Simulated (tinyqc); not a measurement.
Changing the Casimir length L: Debye-Callaway model of lattice thermal conductivity. Computed by tinyqc, a small Python program. Command: `OMP_NUM_THREADS=1 python tinyqc.py 3024391 3024392 out.jsonl callaway sweep`. One thread of a shared host (Intel(R) Xeon(R) Processor @ 2.30GHz), about 0.02 s of CPU time with the checks.

Three acoustic branches with one velocity v, cut at omega_D = k_B Theta/hbar; x = hbar omega/(k_B T). v and Theta are separate inputs: Theta cuts off the heat-carrying modes, so C need not reach 3 k_B/V. gamma is an effective value that sets the umklapp rate.

Inputs (values chosen for the exercise, modelled on germanium): sound velocity v = 3770 m/s; Debye temperature Theta = 364 K; volume per atom V = 22.6 angstrom^3; mean atomic mass M = 72.63 u; effective Grueneisen parameter gamma = 1.9; umklapp exponent divisor b = 3; vacancy fraction n_v = 4.2e-06; temperature T = 150 K.

Sample: crystal. Point defects: vacancies. Normal processes: left out.

Constants: k_B = 1.380649e-23 J/K; hbar = 1.054571817e-34 J s; u = 1.6605390666e-27 kg.

Method:
- A vacancy counts as a mass defect Delta M/M = -3 (the missing mass and twice its bonds), so Gamma = 9 n_v. A = V Gamma/(4 pi v^3).
- Rates: point defects A omega^4; umklapp B omega^2 T exp(-Theta/(b T)) with B = hbar gamma^2/(M v^2 Theta). Boundaries: v/L.
- kappa_1 = c int tau_C g dx, g = x^4 e^x/(e^x - 1)^2, c = (k_B/(2 pi^2 v)) (k_B T/hbar)^3, over 0 < x < min(Theta/T, 40), by 96 Gauss-Legendre points in s with x = x_max s^2; tau_C = tau_R, the inverse of the summed rates, and kappa = kappa_1.
- Heat capacity C = 3 c int g dx / v^2; grey free path 3 kappa/(C v); the median free path v tau_C halves kappa_1 when the quadrature points are ordered by free path (each counted at half its weight, interpolated in the logarithm); likewise at 10 % and 90 %.

One run for each value:
```
Casimir length L (micrometre)  kappa (W/(m K))  grey free path (nm)  median free path (nm)
0.02                                     21.08                15.67                  15.66
0.28                                     92.17                68.50                  74.22
1.1                                     128.64                95.61                 114.37
4                                       151.93               112.92                 147.84
15                                      166.21               123.54                 173.27
56                                      174.13               129.42                 189.58
210                                     178.40               132.59                 199.15
800                                     180.66               134.28                 204.50
3000                                    181.82               135.14                 207.35
```

Give the missing row, Casimir length L (micrometre) = 0.075.

Computed row:
```
Casimir length L (micrometre)  kappa (W/(m K))  grey free path (nm)  median free path (nm)
0.075                                    51.81                38.51                  39.22
```

Interpolating between the two neighbouring rows (the first column on a logarithmic scale, the others too where they are positive) misses most in grey free path (nm), by 15 %. Over the rows, kappa (W/(m K)) rises from 21.1 to 182 (exponent d ln y / d ln x 0.68 between the first rows and 0.0049 between the last); grey free path (nm) rises from 15.7 to 135 (exponent d ln y / d ln x 0.68 between the first rows and 0.0049 between the last); median free path (nm) rises from 15.7 to 207 (exponent d ln y / d ln x 0.69 between the first rows and 0.010 between the last). At the high end the exponent of kappa is 0.00, close to 0: the sample is bulk-like. Kappa falls to half its value in the last row at about 0.27 micrometre, against a grey free path of 0.14 and a median one of 0.21 micrometre in that row.
